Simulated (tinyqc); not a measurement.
Strain dependence: valley-orbit splitting of a donor ground state, with strain. Computed by tinyqc, a small Python program. Command: `OMP_NUM_THREADS=1 python tinyqc.py 3010908 3010909 out.jsonl valleyorbit walk`. One thread of a shared host (Intel(R) Xeon(R) Processor @ 2.30GHz), about 0.01 s of CPU time with the checks.

The basis is the 1s envelope in each valley; energies are counted from the unstrained conduction-band edge. The strain is e_s (a a^T - 1/3) for the unit stress axis a, so valley j along n_j moves by Xi_u e_s w_j with w_j = (n_j.a)^2 - 1/3: +1/6 for x and y, -1/3 for z. The splitting at the zone boundary that a [110] shear adds for <100> valleys is left out.

Inputs (values chosen for the exercise, modelled on donors in silicon):
```
quantity                            value  unit
single-valley binding energy E_0     31.7   meV
central-cell shift Lambda             6.5   meV
coupling Delta_1                     1.39   meV
coupling Delta_2                     1.03   meV
shear deformation potential Xi_u     9.02    eV
shear strain e_s                  -0.0009     -
```

Valleys: six along <100>. Stress axis: [110].

Method:
- By symmetry: E(A1) = E_0 + Lambda + 4 Delta_1 + Delta_2 (one state), E(T2) = E_0 + Lambda - Delta_2 (three), E(E) = E_0 + Lambda - 2 Delta_1 + Delta_2 (two), as binding energies.
- H_jj = -(E_0 + Lambda) + Xi_u e_s w_j; H_jk = -Delta_2 between opposite valleys and -Delta_1 between perpendicular ones.
- The contact hyperfine ratio is A/A_0 = (sum_j c_j)^2/(number of valleys), c_j the valley amplitudes of the ground state; binding from the lowest valley edge.

E(A1) = 44.79 meV

Against strain:
```
e_s       Xi_u e_s (w_max - w_min) (meV)  binding (meV)  gap to next level (meV)    A/A_0
-0.00720                        -32.4720         42.443                   5.2731  0.76529
-0.00270                        -12.1770         42.980                   5.8105  0.86688
-0.00090                         -4.0590         43.801                   6.6310  0.96507
-0.00027                         -1.2177         44.422                   7.2516  0.99575
0.00027                           1.2177         44.020                   6.8495  0.99485
0.00090                           4.0590         42.574                   5.4037  0.93853
0.00270                          12.1770         40.658                   3.4879  0.67469
0.00720                          32.4720         39.742                   2.5718  0.45956
```

What follows from these numbers?

A/A_0 falls for either sign of strain, to 0.765 and 0.460 at the ends; its limits are the shares of the valleys that end up lowest, 4/6 under compression and 2/6 under tension. Near zero strain A/A_0 changes in second order, the binding in first. The binding energy drops from 44.79 meV to 42.44 and 39.74 meV, since fewer valleys share the valley-orbit gain.

Extremes, crossings and ranges named in words are read from the listed rows.
